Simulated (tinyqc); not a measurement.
Intrinsic density across materials: carrier statistics of a doped semiconductor with parabolic bands.

Constants: hbar^2/2m0 = 3.80998211 eV angstrom^2; kB = 8.617333262e-05 eV/K.
Parameters, chosen for this exercise: T = 250 K.

Each case gives the gap at this temperature and the density-of-states masses, chosen for the exercise; N = 2 (m kB T/(4 pi c))^(3/2) with c = hbar^2/2m0, in 1/angstrom^3; times 1e24 for 1/cm^3; ni = sqrt(Nc Nv) exp(-Eg/2kT).

Results:
```
case       Eg (eV)   m_de   m_dh  Nc (1/cm^3)  Nv (1/cm^3)  ni (1/cm^3)
near Si      1.156  1.036  0.595     2.01e+19     8.76e+18     2.96e+07
near InSb    0.188  0.013  0.428     2.83e+16     5.35e+18     4.95e+15
near GaAs    1.427  0.063  0.521     3.02e+17     7.18e+18     6.09e+03
near GaP     2.293  1.049  0.831     2.05e+19     1.45e+19     0.000133
near InP     1.375  0.077  0.623     4.08e+17     9.39e+18     2.70e+04
```

ni spans 19.6 decades, while sqrt(Nc Nv) spans only 1.6; each 0.1 eV of gap costs a factor 10.2. The order of ni is the reverse of the order of the gaps. For near InSb ni exceeds a tenth of Nc, so the Boltzmann formula overestimates it.

Program tinyqc; command `OMP_NUM_THREADS=1 python tinyqc.py 1651589 1651590 out.jsonl`; about 0.01 s on one thread of a shared Intel(R) Xeon(R) Processor @ 2.30GHz.
